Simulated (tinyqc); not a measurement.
From results back to parameters: band edges of strained Si(1-x)Ge(x) on relaxed Si(1-y)Ge(y). Three cases, with inputs chosen for the exercise.

Problem. A layer on a (001) buffer has its Delta valleys split into the four in the plane and the two along z: E(Delta4) - E(Delta2) = XuD (e_par - e_perp), e_perp = -2 (C12/C11) e_par, e_par = (a(y) - a(x))/a(x). The splitting is given; find the strain and the Ge fraction y of the buffer.

Values are linear in the Ge fraction but for ED(x) = linear - CD x (1 - x) and a(x) = linear - Ca x (1 - x). Energies are on the common scale of Ev.

Find: e_par; a(y); y.

Method. e_par = splitting/(XuD (1 + 2 C12/C11)) with the values at x; a(y) = a(x)(1 + e_par); a(y) rises steadily with y, so one root lies in the range.

Case 1.

Values chosen (end members near Si and Ge, in this order; shifted at random, so the results belong to these values and not to a real crystal): a = (5.438, 5.654) angstrom (lattice constant); Ca = 0 angstrom (bowing of the lattice constant); XuD = (9.44, 9.19) eV (uniaxial potential, Delta); C11 = (163.3, 128.9) GPa; C12 = (63.3, 47.6) GPa; x = 0 (Ge fraction of the layer).

E(Delta4) - E(Delta2) = 0.119818 eV

Solution.

e_par = 0.00715
a(y) = 5.4769 angstrom
y = 0.180

Case 2.

Values chosen (end members near Si and Ge, in this order; shifted at random, so the results belong to these values and not to a real crystal): a = (5.436, 5.659) angstrom (lattice constant); Ca = 0.024 angstrom (bowing of the lattice constant); XuD = (9.39, 9.16) eV (uniaxial potential, Delta); C11 = (165.3, 130.2) GPa; C12 = (63.7, 47.8) GPa; x = 0.38 (Ge fraction of the layer).

E(Delta4) - E(Delta2) = -0.234627 eV

Solution.

e_par = -0.01434
a(y) = 5.4360 angstrom
y = 0

Case 3.

Values chosen (end members near Si and Ge, in this order; shifted at random, so the results belong to these values and not to a real crystal): a = (5.425, 5.653) angstrom (lattice constant); Ca = 0 angstrom (bowing of the lattice constant); XuD = (9.4, 9.69) eV (uniaxial potential, Delta); C11 = (168.2, 126.8) GPa; C12 = (63, 48.3) GPa; x = 0.57 (Ge fraction of the layer).

E(Delta4) - E(Delta2) = -0.392844 eV

Solution.

e_par = -0.02340
a(y) = 5.4250 angstrom
y = 0

Computed by tinyqc, one run a case: `OMP_NUM_THREADS=1 python tinyqc.py N N+1 out.jsonl` with N = 1050597, 1050609, 1050694; one thread of a shared Intel(R) Xeon(R) Processor @ 2.30GHz, about 0.03 s a run at most.
